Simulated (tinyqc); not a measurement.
Dopant redistribution at a moving silicon-oxide interface during parabolic oxidation: one step, computed by the program tinyqc.

Uniformly doped silicon is oxidised with x_ox = sqrt(B t); the interface advances into the silicon by alpha x_ox, alpha = 0.44. The dopant does not move in the oxide, and at the interface C(silicon) = m C(oxide).

Task: Interface concentration. With the dopant diffusivity D and s = alpha x_ox/(2 sqrt(D t)), in the silicon C = C_B + (C_s - C_B) erfc(y/(2 sqrt(D t)))/erfc(s), y from the original surface. Dopant balance at the interface gives C_s/C_B = 1/[1 + (1/(m alpha) - 1) g], g = sqrt(pi) s exp(s^2) erfc(s).

Inputs (values chosen for the exercise, modelled on boron in silicon under dry oxygen):

| quantity | value | unit |
|---|---|---|
| oxidation activation energy E_B | 1.23 | eV |
| segregation coefficient m = C(silicon)/C(oxide) | 0.2 | - |
| bulk doping C_B | 1e+17 | 1/cm^3 |
| temperature T | 1150 | C |

s = 0.1015392

Give: g; ratio C_s/C_B; C_s in the silicon; concentration in the oxide.

Result:

g = 0.16108

ratio C_s/C_B = 0.37463

C_s in the silicon = 3.7463e+16 1/cm^3

concentration in the oxide = 1.8731e+17 1/cm^3

m alpha = 0.088: the oxide takes more dopant than the consumed silicon held, so the silicon is depleted. For a very fast interface the ratio would tend to m alpha. Caution: in this case the oxide is not much thicker than a typical Deal-Grove length A, so real growth is slower than parabolic. Caution: parabolic growth needs an oxide much thicker than the Deal-Grove length A, which fails for thin films and low temperatures; oxidation-enhanced or retarded diffusion is ignored.
